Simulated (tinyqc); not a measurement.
Correlation length: interface roughness in a thin film (subband fluctuation and scattering).

Square well of width t, barriers V0, c = hbar^2/2m0: E1 solves k t + 2 atan[(k/mz)/(kappa/mb)] = pi, k = sqrt(mz E/c), kappa = sqrt(mb (V0 - E)/c). One interface is rough, so the subband edge fluctuates by G dt with G = |dE1/dt| (central difference of 0.01 angstrom; 2 E1/t for hard walls).

Gaussian roughness spectrum S(q) = pi D^2 Lc^2 exp(-q^2 Lc^2/4). Degenerate gas, taken to fill one subband (the second starts to fill once c kF^2/md exceeds E2 - E1, which is not tested here): kF = sqrt(2 pi Ns/gv), q = 2 kF sin(theta/2), 1/tau = (md/(2 pi c hbar)) G^2 times the integral from 0 to pi of S(q)(1 - cos theta)/eps(q)^2 dtheta, eps(q) = 1 + qs/q with screening (qs = gv md q0/(c eps), q0 = e^2/(4 pi eps0), form factors left out, which overstates the screening; other scattering is left out too, so these values lie far above measured mobilities in all but the thinnest films) or 1 without; mobility = tau c2/md with c2 = e/m0 = 1.75882e15 cm^2/(V s^2); 1e12/cm^2 = 1e-4/angstrom^2.

Constants: hbar^2/2m0 = 3.80998211 eV angstrom^2; hbar = 6.58211957e-16 eV s; e^2/(4 pi eps0) = 14.39964547 eV angstrom.

Values chosen for the exercise (near those of a thin InGaAs channel; shifted at random, so the results belong to these values and not to a real crystal): t = 44 angstrom (film thickness); mz = 0.044 m0 (confinement mass); V0 = 1.91 eV (barrier); mb = 0.26 m0 (barrier mass); md = 0.044 m0 (mass in the plane); gv = 1 (valleys); D = 2.3 angstrom (rms height of the roughness); Ns = 0.51 x 1e12/cm^2 (sheet density); eps = 10.8 (mean dielectric constant at the channel); Ll = (4, 8, 14, 22, 35, 55, 90) angstrom (correlation lengths).

Fixed D; bare and screened mobility.

Results:
```
Lc (angstrom)  kF Lc  bare mobility (cm^2/(V s))  screened mobility (cm^2/(V s))
4               0.07                    8.03e+05                        1.85e+06
14              0.25                    6.84e+04                        1.58e+05
22              0.39                    2.97e+04                        6.89e+04
35              0.63                    1.39e+04                        3.27e+04
55              0.98                    8.48e+03                        2.05e+04
90              1.61                    8.60e+03                        2.32e+04
```

Give the missing row, Lc (angstrom) = 8.

Computed row:
```
Lc (angstrom)  kF Lc  bare mobility (cm^2/(V s))  screened mobility (cm^2/(V s))
8               0.14                    2.03e+05                        4.68e+05
```

The bare mobility is lowest at Lc = 55 angstrom of those listed (kF Lc = 0.98). The screened mobility is lowest at Lc = 55 angstrom of those listed (kF Lc = 0.98). Short roughness averages out (mobility as 1/Lc^2; the first two rows give exponent -1.98), and long roughness deflects only by small angles (bare mobility rising as Lc; the last two rows give 0.03).

tinyqc: `OMP_NUM_THREADS=1 python tinyqc.py 1252562 1252563 out.jsonl`; about 0.01 s, one thread, shared Intel(R) Xeon(R) Processor @ 2.30GHz.
